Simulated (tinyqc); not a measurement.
Worked calculation: field-effect mobility of a thin-film transistor with band-tail and deep states (multiple trapping). Computed by tinyqc, a small Python program that keeps every step. Command: `OMP_NUM_THREADS=1 python tinyqc.py 3016902 3016903 out.jsonl tft walk`. One thread of a shared host (Intel(R) Xeon(R) Processor @ 2.30GHz), about 0.1 s of CPU time with the checks. Intermediate numbers are printed to about 6 digits and carried at full precision; extremes and crossings named in words are read from the listed rows.

A thick film in accumulation at small drain voltage. Only free electrons move; trapped ones still screen the gate. N_c and mu_0 are held fixed when T changes, leaving out the T^(3/2) growth of N_c. x = E_0 - psi is the distance of the Fermi level below the band edge.

Inputs (values chosen for the exercise, modelled on amorphous silicon):

| quantity | value | unit |
|---|---|---|
| permittivity eps | 11.8 | - |
| effective density of states N_c | 1.8e+20 | 1/cm^3 |
| band mobility mu_0 | 12 | cm^2/(V s) |
| tail density at the edge g_t | 3.1e+21 | 1/(eV cm^3) |
| tail width E_t | 49 | meV |
| deep-state density g_d | 1.2e+16 | 1/(eV cm^3) |
| flat-band Fermi level below the edge, E_0 | 0.41 | eV |
| equivalent oxide thickness t | 10 | nm |
| surface band bending psi_s as a fraction of E_0 | 0.9 | - |
| temperature T | 300 | K |

Deep states: included.

Constants: k_B = 8.617333262e-05 eV/K; e = 1.602176634e-19 C; eps_0 = 8.8541878128e-12 F/m.

## Free and trapped densities

F_j(eta) = int_0^infinity x^j/(1 + exp(x - eta)) dx, without a gamma-function factor. Integrals over x = E/(k_B T) use 160 Gauss-Legendre points in u = sqrt(x) from 0 to sqrt(max(eta, 0) + 32). Free n(x) = N_c (2/sqrt(pi)) F_1/2(-x/k_B T), with F_1/2 from its two-term series in exp(-x/k_B T) for x >= 12 k_B T; tail n_t(x) = int_0^1.2eV g_t exp(-E/E_t)/(1 + exp((x - E)/k_B T)) dE, E counted down from the edge, 120 Gauss-Legendre points; deep charge g_d psi; space charge rho(psi) = n + n_t + g_d psi less its value at psi = 0.

Local densities at x = 0.4, 0.3, 0.2, 0.15, 0.1, 0.05, 0 and -0.05 eV:

| x (eV) | n (1/cm^3) | n_t (1/cm^3) | n/(n + n_t) |
|---|---|---|---|
| 0.40 | 3.43217e+13 | 7.19752e+16 | 4.76626e-04 |
| 0.30 | 1.64245e+15 | 5.52687e+17 | 2.96296e-03 |
| 0.20 | 7.85875e+16 | 4.19181e+18 | 1.84028e-02 |
| 0.15 | 5.43150e+17 | 1.13230e+19 | 4.57731e-02 |
| 0.10 | 3.73390e+18 | 2.93125e+19 | 1.12989e-01 |
| 0.05 | 2.47860e+19 | 6.76177e+19 | 2.68236e-01 |
| 0.00 | 1.37726e+20 | 1.18232e+20 | 5.38082e-01 |
| -0.05 | 4.91061e+20 | 1.44917e+20 | 7.72135e-01 |

E_t/k_B T = 1.90: deep in the tail n_t follows exp(-x/E_t), more slowly than n, so the free share grows as the Fermi level rises.

## One gate voltage

Poisson: F(psi) = sqrt((2 e/(eps eps_0)) int_0^psi rho dpsi'); V_G - V_FB = psi_s + eps F(psi_s) t/3.9; free sheet density N_f = int (n - n(E_0))/F dpsi; induced sheet density N_i = eps eps_0 F(psi_s)/e; trapezoid rule on 301 even points in psi, the first interval left out of N_f. mu_eff = mu_0 N_f/N_i; field-effect mobility mu_FE = mu_0 e (dN_f/dV_G)/C_ox and swing S = dV_G/dlog10(N_f), by a central difference of +/- 2 mV in psi_s; C_ox = 3.9 eps_0/t.

surface field = 1285.73 kV/cm

V_G - V_FB = 4.25916 V

free sheet density N_f = 9.83017e+11 1/cm^2

induced sheet density N_i = 8.38438e+12 1/cm^2

effective mobility mu_eff = 1.40693 cm^2/(V s)

field-effect mobility mu_FE = 3.62986 cm^2/(V s)

swing S = 3473.35 mV/decade

12 % of the induced charge is free. mu_FE exceeds mu_eff because the free share is still growing with V_G. The swing is 58.35 times the ideal ln(10) k_B T/e.

## Transfer curve

The formulas are those given above.

Against the band bending:

| psi_s (V) | V_G - V_FB (V) | N_f (1/cm^2) | mu_eff (cm^2/(V s)) | mu_FE (cm^2/(V s)) | S (mV/decade) |
|---|---|---|---|---|---|
| 0.14 | 0.47142 | 1.84736e+09 | 0.03103 | 0.05213 | 454.6 |
| 0.20 | 0.86211 | 9.01612e+09 | 0.07582 | 0.16438 | 703.5 |
| 0.25 | 1.38179 | 3.55439e+10 | 0.17485 | 0.42510 | 1072.5 |
| 0.30 | 2.20735 | 1.43718e+11 | 0.41953 | 1.08142 | 1704.7 |
| 0.33 | 2.93135 | 3.33417e+11 | 0.71362 | 1.86615 | 2291.7 |
| 0.36 | 3.90532 | 7.68131e+11 | 1.20631 | 3.13621 | 3141.4 |
| 0.39 | 5.21999 | 1.72506e+12 | 1.98855 | 4.96254 | 4458.0 |
| 0.42 | 6.98570 | 3.64427e+12 | 3.09035 | 7.03173 | 6645.1 |
| 0.45 | 9.29535 | 6.94966e+12 | 4.37449 | 8.73588 | 10198.7 |

The steepest swing among the rows is 455 mV/decade. mu_eff climbs from 0.031 to 4.4, 36 % of mu_0 in the last row. Between rows 6 and 7 N_f scales as (V_G - V_FB - psi_s)^2.62; an exponential tail holding all the charge would give the larger of 1 and 2 E_t/k_B T - 1, here 2.79, and free charge alone 1; charge in deep states makes the exponent larger and lets it vary with V_G. The last row needs an oxide field above 5 MV/cm, near or beyond breakdown.

Checks made by the program: tail integral against adaptive quadrature (relative difference below 1e-10).
